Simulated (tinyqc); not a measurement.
# Field length and prefactor from two substrate currents

Problem. For Em = (Vd - Vdsat)/l, Isub/Id = (Ai/Bi)(Vd - Vdsat) exp(-Bi l/(Vd - Vdsat)), and l = sqrt(3 tox xj). Find l, Ai and xj.

Parameters, values chosen for the exercise:

| symbol | value | unit | meaning |
|---|---|---|---|
| tox | 30 | nm | oxide thickness |
| Bi | 1.64 | MV/cm | ionisation field |

Isub/Id at Vd - Vdsat = 3.8 and 5.1 V: 0.00105164283  0.0119823901

Solution. ln[Isub/(Id (Vd - Vdsat))] is linear in 1/(Vd - Vdsat) with slope -Bi l.

l = 194.4 nm
Ai = 2.000e6 1/cm
xj = 420.0 nm

Program tinyqc, `OMP_NUM_THREADS=1 python tinyqc.py 2550092 2550093 out.jsonl`; Intel Xeon 2.30GHz, shared host, one thread, about 0.01 s.
